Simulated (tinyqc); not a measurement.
Band edges of strained Si(1-x)Ge(x) on relaxed Si(1-y)Ge(y): sweeps and comparisons. A value that a table varies takes the place of the one given here.

Values are linear in the Ge fraction but for ED(x) = linear - CD x (1 - x) and a(x) = linear - Ca x (1 - x). Energies are on the common scale of Ev.

Coherent growth on a (001) face: e_par = (a(y) - a(x))/a(x), e_perp = -2 (C12/C11) e_par; exx = eyy = e_par, ezz = e_perp, no shear.

A valley with unit axis u lies at Ev + gap + (av + a_valley) tr(e) + Xu (u.e.u - tr(e)/3); the Delta axes are x, y, z and the L axes [111], [1-1-1], [-11-1], [-1-11]. The second-order shift of the Delta valleys under shear is left out; it lowers the pair normal to the sheared plane by tens of meV at a shear of 1 %.

Valence edges: Ev plus the levels of the 6 x 6 matrix of X, Y, Z times spin with -Dso/3 + l exx + m (eyy + ezz) on the diagonal (cyclic), n exy off it, l = av + 2 b, m = av - b, n = sqrt(3) d. Spin-orbit term (Dso/3) L.sigma on X, Y, Z with (L_k)_ij = -i epsilon_kij: <X+|H|Y+> = -i Dso/3, <X+|H|Z-> = Dso/3, <Y+|H|Z-> = -i Dso/3, <Z+|H|X-> = -Dso/3, <Z+|H|Y-> = i Dso/3, <X-|H|Y-> = i Dso/3, and their conjugates; + and - are the spin along z.

Coherent growth: e_par = (a(y) - a(x))/a(x). (001): e_perp = -2 (C12/C11) e_par; exx = eyy = e_par, ezz = e_perp, no shear. (111): e_perp = -(2 C11 + 4 C12 - 4 C44)/(C11 + 2 C12 + 4 C44) e_par; exx = eyy = ezz = (2 e_par + e_perp)/3 and exy = eyz = ezx = (e_perp - e_par)/3. (110): e_perp = -(C11 + 3 C12 - 2 C44)/(C11 + C12 + 2 C44) e_par; exx = eyy = (e_par + e_perp)/2, ezz = e_par, exy = (e_perp - e_par)/2, eyz = ezx = 0.

Inputs chosen for the exercise (end members near Si and Ge, in this order; not measured data): a = (5.438, 5.65) angstrom (lattice constant); Dso = (0.044, 0.29) eV (spin-orbit splitting); av = (2.44, 1.24) eV (valence hydrostatic potential); b = (-2.08, -2.54) eV (tetragonal shear potential); d = (-4.75, -5.31) eV (trigonal shear potential); C11 = (167.8, 127.9) GPa; C12 = (64.4, 48.8) GPa; C44 = (79.6, 67.6) GPa; Ev = (0, 0.66) eV (top of the unstrained valence band); ED = (1.171, 0.918) eV (gap to the Delta valleys); EL = (2.016, 0.748) eV (gap to the L valleys); aD = (1.72, 1.3) eV (hydrostatic potential of the Delta gap); aL = (-3.24, -2.96) eV (hydrostatic potential of the L gap); XuD = (9.35, 9.32) eV (uniaxial potential, Delta); XuL = (16.07, 14.55) eV (uniaxial potential, L); CD = 0.19 eV (bowing of the Delta gap); Ca = 0.026 angstrom (bowing of the lattice constant); face = 001 (growth face); y = 0 (Ge fraction of the relaxed buffer); x = 0.55 (Ge fraction of the layer).

## Composition of the layer

The buffer is kept. dEc = Ec(buffer) - Ec(layer), dEv = Ev(layer) - Ev(buffer); buffer edges Ev(y) and Ev(y) + min(ED, EL). The digit behind Delta or L counts whole valleys.

Results:
```
x     e_par (%)  lowest valleys  gap (eV)  next valleys above (meV)  valence splitting (meV)  dEc (eV)  dEv (eV)
0.08      -0.28          Delta4     1.106                        46                       17     0.010     0.055
0.16      -0.56          Delta4     1.042                        92                       30     0.018     0.111
0.24      -0.84          Delta4     0.980                       139                       42     0.022     0.169
0.31      -1.09          Delta4     0.927                       181                       53     0.024     0.220
0.39      -1.39          Delta4     0.869                       229                       64     0.023     0.279
0.47      -1.68          Delta4     0.812                       278                       75     0.019     0.339
0.55      -1.99          Delta4     0.757                       327                       87     0.012     0.401
```

The gap is 1.106 eV in the first row and 0.757 eV in the last. The lowest valleys are Delta4 throughout. Per 0.1 of x the valence offset moves by +74 meV on average; the conduction offset lies between +10 and +24 meV, not monotonically. Both carriers sit on one side in every row. Offsets below about 30 meV are within the spread of parameter sets, so those rows do not settle the type.

## Composition of the buffer

The layer is kept. dEc = Ec(buffer) - Ec(layer), dEv = Ev(layer) - Ev(buffer); buffer edges Ev(y) and Ev(y) + min(ED, EL). The digit behind Delta or L counts whole valleys.

Results:
```
y     e_par (%)  lowest valleys  gap (eV)  next valleys above (meV)  valence splitting (meV)  dEc (eV)  dEv (eV)
0.00      -1.99          Delta4     0.757                       327                       87     0.012     0.401
0.14      -1.51          Delta4     0.812                       248                       77     0.001     0.300
0.29      -0.97          Delta4     0.873                       160                       60    -0.005     0.190
0.43      -0.46          Delta4     0.932                        75                       33    -0.005     0.088
0.57       0.08          Delta2     0.974                        13                        6     0.014    -0.008
0.71       0.63          Delta2     0.895                       104                       58     0.117    -0.059
0.86       1.24          Delta2     0.799                       205                      123     0.232    -0.105
1.00       1.84          Delta2     0.702                       302                      190     0.188    -0.142
```

The gap is 0.757 eV in the first row and 0.702 eV in the last, with its largest listed value, 0.974 eV, at y = 0.57: it peaks near the match y = x, since strain of either sign narrows it. The lowest valleys change: Delta4 to Delta2 between y = 0.43 and 0.57. Per 0.1 of y the valence offset moves by -54 meV on average; the conduction offset lies between -5 and +232 meV, not monotonically. Both carriers sit on one side for y = 0.00 and 0.14, and on opposite sides elsewhere. Offsets below about 30 meV are within the spread of parameter sets, so those rows do not settle the type.

## The same layer on three faces

dEc = Ec(buffer) - Ec(layer), dEv = Ev(layer) - Ev(buffer); buffer edges Ev(y) and Ev(y) + min(ED, EL). The digit behind Delta or L counts whole valleys.

Results:
```
face   e_par (%)  lowest valleys  gap (eV)  next valleys above (meV)  valence splitting (meV)  dEc (eV)  dEv (eV)  Delta spread (meV)  L spread (meV)
(001)      -1.99          Delta4     0.757                       327                       87     0.012     0.401                 327               0
(111)      -1.99          Delta6     0.856                       384                       87    -0.073     0.388                   0             378
(110)      -1.99          Delta2     0.765                       137                       90     0.013     0.393                 137             299
```

On (001) only the Delta valleys split (327 meV), on (111) only the L valleys (378 meV), on (110) both (137 and 299 meV). The lowest valleys are Delta4 on (001), Delta6 on (111) and Delta2 on (110); the smallest gap is 0.757 eV on (001) and the largest 0.856 eV on (111).

## What each parameter does

dEc = Ec(buffer) - Ec(layer), dEv = Ev(layer) - Ev(buffer); buffer edges Ev(y) and Ev(y) + min(ED, EL). Each row changes one parameter from the base and keeps the others.

Results:
```
case                       gap (eV)  valence splitting (meV)  dEc (eV)  dEv (eV)
base                         0.7575                     86.8    0.0124    0.4011
x = 0.58                     0.7374                     91.1    0.0090    0.4246
y = 0.03                     0.7690                     85.1    0.0094    0.3794
CD = 0.24 eV                 0.7451                     86.8    0.0247    0.4011
XuL = (18.48, 16.732) eV     0.7575                     86.8    0.0124    0.4011
b = (-2.392, -2.921) eV      0.7452                     91.1    0.0124    0.4134
d = (-5.462, -6.106) eV      0.7575                     86.8    0.0124    0.4011
XuD = (10.752, 10.718) eV    0.7411                     86.8    0.0287    0.4011
Ev = (0, 0.759) eV           0.7575                     86.8   -0.0421    0.4556
```

The largest shifts from the base row, up to three for each result and ties (the steps differ in size, so this ranks the rows, not the parameters). gap (eV): x -0.0201, XuD -0.0164, CD -0.0124; unchanged at the printed digits by XuL, d and Ev. valence splitting (meV): x +4.3, b +4.2, y -1.7; unchanged at the printed digits by CD, XuL, d, XuD and Ev. dEc (eV): Ev -0.0545, XuD +0.0164, CD +0.0124; unchanged at the printed digits by XuL, b and d. dEv (eV): Ev +0.0544, x +0.0234, y -0.0217; unchanged at the printed digits by CD, XuL, d and XuD. The lowest valleys of the layer are Delta4, so among the conduction-band potentials only those of that family reach the gap and dEc; the buffer is unstrained. A shift large enough to swap the lowest family would change that.

(tinyqc, `OMP_NUM_THREADS=1 python tinyqc.py 1080379 1080380 out.jsonl`, Intel(R) Xeon(R) Processor @ 2.30GHz, 1 thread, shared host, about 0.02 s.)
